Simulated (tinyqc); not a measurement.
# Gate voltage for a given inversion charge

Question. p-type body, charge-sheet picture, depletion and inversion only, full ionisation (an idealisation for deep acceptors), Boltzmann statistics (rough once Na exp(x - xn) passes about Nc/7). In units of Vt: xg = (Vg - Vfb)/Vt, x = psi/Vt, G = gamma/sqrt(Vt), xn = (2 phiF + Vc)/Vt. The implicit equation is (xg - x)^2 = G^2 [x - 1 + exp(x - xn)] for x above about 3. Cox = eps0 eox/tox. ni = sqrt(Nc Nv) exp(-Eg/(2 Vt)), Eg in volts; phiF = Vt ln(Na/ni); gamma = sqrt(2 q eps0 eps_r Na)/Cox. N_inv = (Cox Vt G/q) [sqrt(x - 1 + exp(x - xn)) - sqrt(x - 1)]. Find x - xn, psi and Vg.

Parameters, values chosen for the exercise; band and dielectric values close to those of 4H silicon carbide: temperature T = 300 K; band gap Eg = 3.25 eV; relative permittivity eps_r = 9.72; conduction-band density of states at T Nc = 1.67e19 cm^-3; valence-band density of states at T Nv = 2.55e19 cm^-3; relative permittivity of the gate insulator (close to silicon nitride) eox = 7.59; insulator thickness tox = 5.6 nm; acceptor density Na = 1.7e17 cm^-3; flat-band voltage Vfb = -0.9 V; channel-body voltage Vc = 0 V.

Constants: q = 1.602176634e-19 C, kB = 1.380649e-23 J/K, Vt = kB T/q, eps0 = 8.8541878128e-14 F/cm where lengths are in cm. Results are converted to the units shown.

N_inv = 1.4e11 cm^-2

Solution. N_inv rises steadily with x, so it fixes x; the implicit equation then gives xg directly.

x - xn = 2.67
psi = 3.07 V
Vg = 2.50 V

tinyqc, about 0.01 s, one thread, Intel Xeon 2.30GHz (shared host): `OMP_NUM_THREADS=1 python tinyqc.py 2122238 2122239 out.jsonl`
